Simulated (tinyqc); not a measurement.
Doping and flat-band voltage from two insulator thicknesses.

Inverse problem. A junctionless wire is fully depleted at VT = Vfb - q Nd R^2/(4 eps0 eps_r) - q Nd R^2 ln(1 + tox/R)/(2 eps0 eox). Find Nd and Vfb.

Parameters, values chosen for the exercise; material values those of a made-up semiconductor: relative permittivity of the semiconductor eps_r = 11.1; relative permittivity of the gate insulator eox = 3.9; wire radius R = 20 nm.

Constants: q = 1.602176634e-19 C, eps0 = 8.8541878128e-14 F/cm where lengths are in cm. Results are converted to the units shown.

VT at tox = 1.2 and 2.6 nm (V): 0.048221520  -0.20101302

Answer. The difference of the thresholds is proportional to Nd and holds no Vfb.

Nd = 4.20e18 cm^-3
Vfb = 0.960 V

Program tinyqc, `OMP_NUM_THREADS=1 python tinyqc.py 2460074 2460075 out.jsonl`; Intel Xeon 2.30GHz, shared host, one thread, about 0.01 s.
